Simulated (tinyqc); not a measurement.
Local against global planarity over time: chemical-mechanical planarisation: Preston law, pattern density and step-height reduction. Computed by tinyqc, a small Python program. Command: `OMP_NUM_THREADS=1 python tinyqc.py 3031401 3031402 out.jsonl cmp walk`. One thread of a shared host (Intel(R) Xeon(R) Processor @ 2.30GHz), about 0.01 s of CPU time with the checks.

A row of 8 cells, repeated periodically, holds raised features that cover a share rho of each cell.

Inputs (values chosen for the exercise, close to those used for oxide polishing):
```
quantity                          value  unit
Preston coefficient K           2.9e-13  1/Pa
pressure P                           26   kPa
platen and carrier speed             80   rpm
distance between the centres         17    cm
initial step height h0              400    nm
contact height h_c                   90    nm
film above the raised areas z0      650    nm
cell size                           2.3    mm
planarisation length                5.5    mm
```

local pattern densities, cell by cell: 0.25  0.6  0.5  0.5  0.2  0.6  0.25  0.7

Method:
- With equal rotation speeds the relative speed is uniform, v = omega r_c; Preston rate R0 = K P v.
- The stiff pad averages the density: rho_eff(i) = sum_j w_ij rho_j / sum_j w_ij, w = exp(-2 d^2/L^2), L the planarisation length and d the distance between cell centres, summed over all periodic images of cell j.
- While h > h_c only raised areas polish, at R0/rho_eff, until t_c = rho_eff (h0 - h_c)/R0. After that h = h_c exp(-(t - t_c)/tau), tau = rho_eff h_c/R0; low areas polish at R0 (1 - h/h_c) and raised areas at R0 [1 + (1 - rho_eff) h/(rho_eff h_c)]. Removed from raised areas after t_c: h0 - h_c + R0 (t - t_c) + (1 - rho_eff)(h_c - h); from low areas: R0 (t - t_c) - rho_eff (h_c - h). Film left = z0 less the removal from raised areas.
- Times are multiples of h0/R0; the range is the largest minus the smallest removal from raised areas.

effective densities: 0.467245  0.483379  0.481915  0.439221  0.406525  0.417139  0.443279  0.461297

blanket rate R0 = 10.7384 nm/s

Steps and range (nm):
```
multiple   t (s)  largest step  smallest step  range across the row  mean removal from raised areas
0.10       3.725        317.25         301.61                15.644                           89.21
0.20       7.450        234.50         203.21                31.288                          178.42
0.30      11.175        151.75         104.82                46.932                          267.62
0.45      16.762         45.00          20.58                41.775                          381.67
0.60      22.350         11.33           3.99                34.226                          455.76
0.80      29.800          1.80           0.45                31.406                          539.39
1.00      37.250          0.29           0.05                30.860                          619.91
1.30      48.424          0.02           0.00                30.750                          740.00
1.70      63.324          0.00           0.00                30.742                          900.00
```

Local steps shrink to 0.01 nm or less, but the range across the row reaches up to 46.9 nm among these rows and ends at 30.7 nm, against the limit (largest - smallest rho_eff) h0 = 30.7 nm: once flat, all cells polish alike and the difference stays. Evener density (dummy fill), a longer planarisation length or a smaller initial step reduces it. Caution: in the last rows the removal passes z0 somewhere, so they describe a thicker film than the one given.

Extremes, crossings and ranges named in words are read from the listed rows.
